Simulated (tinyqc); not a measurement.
## Ferroelectric switching, Landau-Khalatnikov equation: switching time against field

One domain: rho dP/dt = E - (2 al P + 4 be P^3), with al = -3 sqrt(3) Ec/(4 Pr), be = 3 sqrt(3) Ec/(8 Pr^3), so that the static loop has remanence Pr and coercive field Ec. With P in uC/cm^2, E in kV/cm, rho in ohm m and t in ns, dP/dt = [E - 2 al P - 4 be P^3]/(100 rho).

In the constant field E = Em the time to go from -Pr to 0 is the integral of dP/(dP/dt); tau = 100 rho/(-4 al). Near Ec the bottleneck estimate is pi 100 rho/sqrt(c (Em - Ec)) with c = 12 be Pr/sqrt(3); for large fields the time tends to 100 rho Pr/Em.

Parameters, values chosen for the exercise; remanent polarisation and coercive field close to those of a vinylidene fluoride copolymer films: remanent polarisation Pr = 7.5 uC/cm^2; static coercive field Ec = 520 kV/cm; viscosity of the polarisation rho = 0.73 ohm m.

Result of one run:
```
Em (kV/cm)  Em/Ec  time (ns)  time/tau  bottleneck estimate (ns)  large-field limit (ns)
532         1.023      9.409     46.43                     10.26                   1.029
```

What becomes of these results when the field amplitude Em is changed from 532 to 525 kV/cm, all else the same?

Result of the changed run:
```
Em (kV/cm)  Em/Ec  time (ns)  time/tau  bottleneck estimate (ns)  large-field limit (ns)
525         1.010      15.05     74.28                     15.90                   1.043
```

The whole series:
```
Em (kV/cm)  Em/Ec  time (ns)  time/tau  bottleneck estimate (ns)  large-field limit (ns)
525         1.010      15.05     74.28                     15.90                   1.043
532         1.023      9.409     46.43                     10.26                   1.029
546         1.050      6.113     30.17                     6.973                   1.003
579         1.113      3.770     18.61                     4.629                  0.9456
651         1.252      2.263     11.17                     3.107                  0.8410
812         1.562      1.282     6.328                     2.081                  0.6743
1170        2.250     0.6805     3.359                     1.395                  0.4679
1970        3.788     0.3385     1.670                    0.9338                  0.2779
3760        7.231     0.1603    0.7912                    0.6247                  0.1456
```

The switching time falls from 15.1 to 0.160 ns. Against Em - Ec it goes with exponent -0.54 between the first two rows (-1/2 at a saddle-node bottleneck) and -0.93 between the last two. The bottleneck estimate is 5.6 % above the time in the first row, the large-field limit 9.2 % below it in the last.

Program tinyqc, `OMP_NUM_THREADS=1 python tinyqc.py 2860041 2860042 out.jsonl`; Intel Xeon 2.30GHz, shared host, one thread, about 0.01 s.
